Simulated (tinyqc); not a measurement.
Doping and flat-band voltage from the body effect.

Problem. VT = Vfb + 2 phiF + gamma sqrt(2 phiF + Vsb), phiF = Vt ln(Na/ni), gamma = sqrt(2 q eps0 eps_r Na)/Cox, Cox = eps0 eox/tox. Find Na, gamma and Vfb from two thresholds.

Inputs (values chosen for the exercise); material values close to those of silicon: temperature T = 400 K; relative permittivity of the semiconductor eps_r = 11.7; relative permittivity of the gate insulator eox = 21.5; insulator thickness tox = 66 nm.

Constants: q = 1.602176634e-19 C, kB = 1.380649e-23 J/K, Vt = kB T/q, eps0 = 8.8541878128e-14 F/cm where lengths are in cm. Results are converted to the units shown.

VT at Vsb = 0 and 1.9 V (V): [2.9890513, 4.9799427]
ni = 3.6764267e12 cm^-3

Answer. The difference of the thresholds, gamma [sqrt(2 phiF + Vsb) - sqrt(2 phiF)], holds no Vfb and rises with Na, so it has one root; Vfb then follows from the first threshold.

Na = 1.90e18 cm^-3
gamma = 2.75 V^0.5
Vfb = -0.540 V

Program tinyqc, `OMP_NUM_THREADS=1 python tinyqc.py 2360085 2360086 out.jsonl`; Intel Xeon 2.30GHz, shared host, one thread, about 0.03 s.
